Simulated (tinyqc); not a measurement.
Band bending at a free surface with a continuum of surface states, surface photovoltage and Kelvin probe: one step of the calculation.

n-type bulk, xi = Ec - EF = Vt ln(Nc/Nd), p0 = ni^2/Nd, ni = sqrt(Nc Nv) exp(-Eg/(2 Vt)), Eg in volts. b is the upward band bending, u = b/Vt. Space charge per area, in units of q: Qc = sign(b) sqrt((2 eps0 eps_r Vt/q) [(Nd + dn)(exp(-u) - 1) + Nd u + (p0 + dn)(exp(u) - 1)]), with dn the excess density under light (flat quasi-Fermi levels; 0 in the dark). The states hold -Ds (E0 - xi - b): negative while the Fermi level lies above the neutrality level. Neutrality: Qc + Qf + (charge of the states) = 0.

Problem. Band bending in the dark. Newton step: b(new) = b - (Qc + Qf - Ds (E0 - xi - b))/(dQc/db + Ds), dQc/db = (eps0 eps_r/q) [Nd (1 - exp(-u)) + p0 exp(u)]/Qc.

Parameters, values chosen for the exercise; band and dielectric values close to those of indium phosphide:
- T = 300 K (temperature)
- Eg = 1.36 eV (band gap)
- eps_r = 12.5 (relative permittivity)
- Nc = 5.6e17 cm^-3 (conduction-band density of states at T)
- Nv = 1.08e19 cm^-3 (valence-band density of states at T)
- Nd = 5.8e15 cm^-3 (donor density)
- Qf = 2e10 cm^-2 (fixed positive charge at the surface)
- Ds = 1.5e13 cm^-2 eV^-1 (density of surface states)
- E0 = 0.39 eV (depth of their neutrality level below the conduction edge)

Constants: q = 1.602176634e-19 C, kB = 1.380649e-23 J/K, Vt = kB T/q, eps0 = 8.8541878128e-14 F/cm where lengths are in cm. Results are converted to the units shown.

b at the start = 0.22 V

Wanted: b after iteration 1.

Solution.

b after iteration 1 = 0.26132 V

Numbers from tinyqc (`OMP_NUM_THREADS=1 python tinyqc.py 2430122 2430123 out.jsonl`; about 0.01 s on one thread of a shared Intel Xeon 2.30GHz).
